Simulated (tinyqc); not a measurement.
Sublattice potential against complex hopping: Haldane model. Computed by the program tinyqc. H_AA = delta - 2 t2 sum cos(k.b + phi), H_BB = -delta - 2 t2 sum cos(k.b - phi), H_AB = -t1 (1 + exp(-i k.a1) + exp(-i k.a2)), b = a1, a2 - a1, -a2, m = 3 sqrt3 t2 sin(phi); the sign of the Chern number follows the orientation k1 then k2.

Honeycomb lattice:

| parameter | value |
|---|---|
| t1 (eV) | 2.420000 |
| t2 (eV) | 0.230000 |
| phi (rad) | 2.540000 |

Gaps at the two valleys (eV) and Chern number of the lower band (12 x 12 mesh):

| delta | gap 2\|delta - m\| | gap 2\|delta + m\| | Chern number |
|---|---|---|---|
| -1.217 | 3.787 | 1.081 | 0 |
| -0.879 | 3.111 | 0.405 | 0 |
| -0.406 | 2.165 | 0.541 | -1 |
| 0.000 | 1.353 | 1.353 | -1 |
| 0.271 | 0.811 | 1.895 | -1 |
| 0.507 | 0.339 | 2.367 | -1 |
| 0.845 | 0.337 | 3.043 | 0 |
| 1.353 | 1.353 | 4.059 | 0 |

What does the comparison show, and why?

Here |m| = 0.6764 eV. For |delta| < |m| the two valleys have masses of opposite sign and the Chern number is +/-1; one gap closes at |delta| = |m|, and beyond it the band is trivial.
